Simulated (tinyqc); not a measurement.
Electroplating on a thin resistive seed layer: kinetics, Wagner number and the terminal effect across a wafer: one step, computed by the program tinyqc. Command: `OMP_NUM_THREADS=1 python tinyqc.py 3120052 3120053 out.jsonl terminal walk`. One thread of a shared host (Intel(R) Xeon(R) Processor @ 2.30GHz), about 0.02 s of CPU time with the checks.

Current enters the seed at the rim. The bath is treated as a local resistance per area (no lateral flow in the liquid), two electrons per ion, molar volume 7.11 cm^3/mol, Faraday constant F = e N_A, kinematic viscosity 0.01 cm^2/s, omega = 2 pi x rpm/60; k_B T/e is in volts.

Problem. Linear estimate of the terminal effect. Linearised: with R_t = kinetic + bath resistance the current density obeys (1/r)(r i')' = i R_s/R_t, so i = A I_0(r/l), l = sqrt(R_t/R_s); with x = R/l, edge/centre = I_0(x) and edge/mean = x I_0(x)/(2 I_1(x)). Voltage drop in the seed for a uniform current: i R_s R^2/4.

Inputs (values chosen for the exercise, of the order of those for copper plating on a thin cobalt or ruthenium seed): wafer radius R = 15 cm; mean current density = 5.1 mA/cm^2; temperature T = 298 K.

kinetic resistance = 6.993370 ohm cm^2

bath resistance R_b = 18.54167 ohm cm^2

sheet resistance R_s = 0.8235294 ohm/square

Give: length l; x = R/l; edge over centre, linear; edge over mean, linear; drop for uniform current.

Solution.

length l = 5.5684 cm

x = R/l = 2.6938

edge over centre, linear = 3.8230

edge over mean, linear = 1.7168

drop for uniform current = 236.25 mV
